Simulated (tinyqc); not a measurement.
From results to parameters: two-site tight-binding chain. Computed by the program tinyqc.

Problem. A two-site chain has site energies +delta (A) and -delta (B) and hoppings t1 > t2 > 0, so E = +/- sqrt(delta^2 + |t1 + t2 exp(-ika)|^2). Find delta, t1 and t2.

upper band at k = 0 = 2.050000 eV
upper band at the zone edge = 0.471275 eV
weight of the upper band on site A at the zone edge = 0.977428

Solution. The weight on A is (1 + delta/E)/2, which gives delta; then t1 + t2 = sqrt(E(0)^2 - delta^2) and t1 - t2 = sqrt(E(edge)^2 - delta^2).

delta, t1, t2 (eV): 0.4500  1.0700  0.9300
